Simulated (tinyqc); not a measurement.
Bias-temperature instability from a Gaussian distribution of capture and emission barriers: one step, computed by the program tinyqc. Command: `OMP_NUM_THREADS=1 python tinyqc.py 3026540 3026541 out.jsonl bti walk`. One thread of a shared host (Intel(R) Xeon(R) Processor @ 2.30GHz), about 0.01 s of CPU time with the checks.

Each trap has a capture time tau_0 exp(E_c/(k_B T)) under stress and an emission time tau_0 exp(E_e/(k_B T)) after it. E_c is Gaussian, and E_e = E_c + d with d Gaussian and independent. A trap counts as filled once t_s exceeds its capture time and as emptied once t_r exceeds its emission time.

Question. Recovery. Demarcation energies E_s = k_B T ln(t_s/tau_0), E_r = k_B T ln(t_r/tau_0); mean barrier mu = mu_c - k_F F; z = (E_s - mu)/sigma_c; Phi is the standard normal distribution. Temperatures in kelvin are T(C) + 273.15. Remaining shift dV = V_max int_(-infinity)^(E_s) g(E_c) [1 - Phi((E_r - E_c - delta)/sigma_d)] dE_c, g the Gaussian density of E_c (Gauss-Legendre, 120 points over 7 sigma_c below E_s).

Inputs (values chosen for the exercise, for a model p-channel transistor): shift with all traps filled V_max = 380 mV; spread of capture barriers sigma_c = 0.34 eV; mean of E_e - E_c at the stress field, delta = -0.19 eV; spread of E_e - E_c, sigma_d = 0.18 eV; time constant tau_0 = 1e-09 s; temperature T = 60 C; stress time t_s = 30 s; recovery time t_r = 5e-06 s.

mean barrier mu = 1.407 eV

shift without recovery dV0 = 6.767893 mV

Constants: k_B = 8.617333262e-05 eV/K.

Give: E_r; remaining shift dV; remaining share dV/dV0.

Answer.

E_r = 0.2445 eV

remaining shift dV = 5.065 mV

remaining share dV/dV0 = 0.7485

A measurement delay of t_r hides 25 % of the shift.
